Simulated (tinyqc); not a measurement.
Wafer and channel orientation: ellipsoidal valleys in the axes of a wafer and a channel.

Valleys with axes a along [111], [1-1-1], [-11-1] and [-1-11], one whole valley each; inverse mass tensor w = 1/mt + (1/ml - 1/mt) a a. Device axes: z = nz/|nz|, x = nx/|nx|, y = z cross x; in them a = (ax, ay, az). Confinement mass mz = 1/w_zz. In the plane w_ij is replaced by u_ij = w_ij - w_iz w_jz/w_zz (i, j = x, y); density-of-states mass md = 1/sqrt(det u); conductivity mass along x mc = 1/u_xx; ballistic transport mass mx = u_yy/det u, width mass my = 1/u_yy.

Hard walls: E_n = c (n pi/t)^2/mz, c = hbar^2/2m0, n = 1, 2, 3. Non-degenerate share of a valley proportional to md sum_n exp(-E_n/kT); mean 1/mc = sum of share/mc. 1 nm = 10 angstrom.

Constants: hbar^2/2m0 = 3.80998211 eV angstrom^2; kB = 8.617333262e-05 eV/K.

Parameters, chosen for this exercise (near those of the L valleys of Ge; the results hold for these values, not for the real material):

| symbol | value | unit | meaning |
|---|---|---|---|
| ml | 1.544 | m0 | longitudinal mass |
| mt | 0.08 | m0 | transverse mass |
| t | 8.5 | nm | thickness of the film |
| T | 300 | K | temperature |

For each face/channel: the lowest ladder (mz, number of valleys, md, E1, share) and the mean conductivity mass over all valleys.

Results:

| face/channel | mz | valleys | md | E1 (meV) | share | mean mc |
|---|---|---|---|---|---|---|
| (110)/[1-10] | 0.217 | 2 | 0.213 | 23.9 | 0.760 | 0.0943 |
| (112)/[11-1] | 0.509 | 1 | 0.139 | 10.2 | 0.525 | 0.1638 |
| (001)/[100] | 0.117 | 4 | 0.291 | 44.5 | 1.000 | 0.1487 |
| (111)/[1-10] | 1.544 | 1 | 0.080 | 3.4 | 0.575 | 0.1000 |
| (001)/[110] | 0.117 | 4 | 0.291 | 44.5 | 1.000 | 0.1487 |
| (111)/[11-2] | 1.544 | 1 | 0.080 | 3.4 | 0.575 | 0.1000 |
| (210)/[001] | 0.186 | 2 | 0.231 | 28.0 | 0.715 | 0.2108 |

What can be read from this table?

The mean conductivity mass is lowest, 0.0943, for (110)/[1-10] and highest, 0.2108, for (210)/[001]; the bulk value is 0.1170. The confinement energy is lowest on the face with the heaviest mz ((111), 3 meV). The density of states of the lowest ladder, valleys times md, runs between 0.080 and 1.163; a small value limits the charge through the quantum capacitance.

Program tinyqc; command `OMP_NUM_THREADS=1 python tinyqc.py 1881003 1881004 out.jsonl`; about 0.01 s on one thread of a shared Intel(R) Xeon(R) Processor @ 2.30GHz.
